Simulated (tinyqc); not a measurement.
Scattering of inversion-layer electrons by surface optical phonons of the gate insulator (remote phonon scattering). Changing the mean distance of the electrons z0 = 3/b. Computed by tinyqc, a small Python program. Command: `OMP_NUM_THREADS=1 python tinyqc.py 3111753 3111754 out.jsonl sophonon sweep`. One thread of a shared host (Intel(R) Xeon(R) Processor @ 2.30GHz), about 0.03 s of CPU time with the checks.

One subband with the Fang-Howard envelope; insulator and channel are half-spaces, the gate is far away, and an interlayer only moves the polar surface away by t (its own modes and its permittivity contrast are left out).

Inputs (values chosen for the exercise, modelled on Al2O3 on silicon):

| quantity | value | unit |
|---|---|---|
| static constant of the insulator eps_0s | 12.6 | - |
| intermediate constant eps_i | 7.17 | - |
| optical constant eps_inf | 3.26 | - |
| hbar omega_TO1 | 47.1 | meV |
| hbar omega_TO2 | 72.1 | meV |
| constant of the channel eps_s | 11.7 | - |
| in-plane mass m | 0.185 | m_0 |
| valleys g_v | 2 | - |
| sheet density n | 1e+13 | 1/cm^2 |
| interlayer thickness t | 0 | nm |
| temperature T | 200 | K |
| electron energy E | 32 | meV |
| mobility from other processes | 760 | cm^2/(V s) |

Screening by the channel electrons: static.

Constants: k_B = 8.617333262e-05 eV/K; hbar^2/(2 m_0) = 3.80998212 eV angstrom^2; e^2/(4 pi eps_0) = 14.39964548 eV angstrom; hbar = 6.582119569e-16 eV s; e = 1.602176634e-19 C; m_0 = 9.1093837015e-31 kg.

Method:
- eps(w) = eps_inf + (eps_0s - eps_i) w1^2/(w1^2 - w^2) + (eps_i - eps_inf) w2^2/(w2^2 - w^2). Surface modes solve eps(w) + eps_s = 0, a quadratic in w^2; the strength of a mode is g = 2/(w d eps/dw).
- Occupation N = 1/(exp(hbar w/(k_B T)) - 1).
- Density of states D = g_v m/(pi hbar^2); eta = E_F/(k_B T) = ln(exp(n/(D k_B T)) - 1); screening wave number q_s = e^2 D/(2 eps_0 eps_avg) x 1/(1 + exp(-eta)), eps_avg = (eps_s + eps_inf)/2; b = 3/z0.
- For a mode of strength g, without the occupation factor, Area x |M(q)|^2 = e^2 hbar w g/(2 eps_0 q) x (b/(b + q))^6 exp(-2 q t) / (1 + (q_s/q) H(q))^2, H = (1 + 9 x/8 + 3 x^2/8)/(1 + x)^3, x = q/b.
- Approximate momentum relaxation rate, taking tau v alike in the initial and final states: 1/tau = (m/(2 pi hbar^3)) sum over modes and over absorption (N, E' = E + hbar w) and emission (N + 1, E' = E - hbar w > 0) of [(1 - f(E'))/(1 - f(E))] int_0^(2 pi) Area |M(q)|^2 (1 - cos theta) d theta, q^2 = k^2 + k'^2 - 2 k k' cos theta, f the Fermi function; 48 midpoints in theta from 0 to pi.
- mu = (e/m) int tau E f (1 - f) dE/(k_B T int f dE), by 300 midpoints from 0 to (max(eta, 0) + 14) k_B T; Matthiessen sum with the other processes.

One run for each value:

| mean distance of the electrons z0 = 3/b (nm) | remote-phonon mobility (cm^2/(V s)) | loss of mobility (%) | tau at E (fs) |
|---|---|---|---|
| 0.8 | 3.8615e+04 | 1.9302 | 2.8234e+03 |
| 1.1 | 5.1916e+04 | 1.4428 | 3.7651e+03 |
| 1.5 | 7.4927e+04 | 1.0041 | 5.4088e+03 |
| 2.1 | 1.2354e+05 | 0.6114 | 8.9301e+03 |
| 3.0 | 2.3908e+05 | 0.3169 | 1.7462e+04 |
| 4.1 | 4.7956e+05 | 0.1582 | 3.5590e+04 |
| 5.8 | 1.1845e+06 | 0.0641 | 8.9843e+04 |
| 8.0 | 3.0884e+06 | 0.0246 | 2.3900e+05 |

Describe the trends.

Over the rows, remote-phonon mobility (cm^2/(V s)) rises from 38600 to 3.09e6 (exponent d ln y / d ln x 0.93 between the first rows and 3.0 between the last); loss of mobility (%) falls from 1.93 to 0.0246 (exponent d ln y / d ln x -0.91 between the first rows and -3.0 between the last); tau at E (fs) rises from 2820 to 239000 (exponent d ln y / d ln x 0.90 between the first rows and 3.0 between the last).

Caution (all rows): a relaxation time is only an approximation for inelastic scattering, and static or no screening brackets the true dynamic screening only roughly.
